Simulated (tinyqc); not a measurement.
Rate against temperature: collinear exchange A + BC -> AB + C on a London-Eyring-Polanyi-Sato surface: saddle, string of images and rate. Computed by tinyqc, a small Python program. Command: `OMP_NUM_THREADS=1 python tinyqc.py 3111586 3111587 out.jsonl leps walk`. One thread of a shared host (Intel(R) Xeon(R) Processor @ 2.30GHz), about 0.04 s of CPU time with the checks.

x = r(AB), y = r(BC), r(AC) = x + y. V is counted from separated atoms, the barrier from A + BC, that is V + D(BC).

Inputs (values chosen for the exercise, for a model exchange):
```
quantity            value           unit
D(AB)                4.78             eV
r0(AB)                1.1       angstrom
beta(AB)             1.58     1/angstrom
D(BC)                3.65             eV
r0(BC)               1.09       angstrom
beta(BC)             1.74     1/angstrom
D(AC)                3.77             eV
r0(AC)               1.55       angstrom
beta(AC)             1.88     1/angstrom
Sato parameter S    0.055              -
mass of A           1.008              u
mass of B           1.008              u
mass of C              35              u
temperature T         300              K
step of the string  0.015  angstrom^2/eV
```

Constants: nu for 1 eV/(angstrom^2 u) = 15.6333042 THz; h x 1 THz = 4.135667696 meV; k_B = 1.380649e-23 J/K; u = 1.6605390666e-27 kg; k_B = 8.617333262e-05 eV/K.

Method:
- For each pair, with u = exp(-beta (r - r0)): Q = D [(3 + S) u^2 - (2 + 6 S) u]/(4 (1 + S)), J = D [(1 + 3 S) u^2 - (6 + 2 S) u]/(4 (1 + S)); V = Q1 + Q2 + Q3 - sqrt(((J1 - J2)^2 + (J2 - J3)^2 + (J3 - J1)^2)/2).
- String of 9 images between the fixed ends (r0(AB) + 2, r0(BC)) and (r0(AB), r0(BC) + 2), started on the two straight legs through (r0(AB) + 0.3, r0(BC) + 0.3): each iteration moves the inner images by -step x gradient (central differences) and spaces them evenly again along the broken line (coordinates are kept between 0.2 and 8 angstrom); stop when no coordinate changes by more than 1e-5 angstrom, at most 400 iterations.
- From the highest inner image, z -> z - H^-1 g with gradient g and Hessian H by central differences, steps capped at 0.15 angstrom, 12 steps.
- Wilson matrix G = [[1/m_A + 1/m_B, -1/m_B], [-1/m_B, 1/m_B + 1/m_C]]; eigenvalues lambda of G H give nu = 15.6333042 THz x sqrt(|lambda|), the negative one being imaginary. Reactant: nu_BC from k = 2 D beta^2 and 1/m_B + 1/m_C. Skew angle: cos = sqrt(m_A m_C/((m_A + m_B)(m_B + m_C))).
- One-dimensional rate constant without tunnelling, k = sqrt(k_B T/(2 pi mu)) [sinh(h nu_BC/(2 k_B T))/sinh(h nu_s/(2 k_B T))] exp(-barrier/(k_B T)) with mu = m_A (m_B + m_C)/(m_A + m_B + m_C); Wigner factor 1 + (h nu_i/(k_B T))^2/24; adiabatic barrier = barrier + h (nu_s - nu_BC)/2.

nu_BC = 74.2500 THz

real frequency at the saddle = 36.2146 THz

barrier = 0.286418 eV

imaginary frequency = 41.1457 THz

adiabatic barrier = 0.207767 eV

Rates; the last column is k_B T^2 d ln k/dT:
```
T (K)    k (cm/s)  Wigner factor  activation energy (eV)
300    2.0637e+01         2.8053                 0.22115
400    1.7947e+02         2.0155                 0.22693
550    1.1210e+03         1.5371                 0.23763
750    4.4440e+03         1.2888                 0.25378
1000   1.2289e+04         1.1625                 0.27386
1400   3.1831e+04         1.0829                 0.30282
2000   7.0485e+04         1.0406                 0.33995
```

What follows from these numbers?

The activation energy goes from 0.221 eV at 300 K, near the adiabatic barrier plus k_B T/2 (0.221), to 0.340 eV at 2000 K; the classical limit is the barrier plus k_B T/2 (0.373). Caution: the Wigner factor exceeds 2 at T: tunnelling, left out of k, is large and needs a better treatment than this factor.

Extremes, crossings and ranges named in words are read from the listed rows.
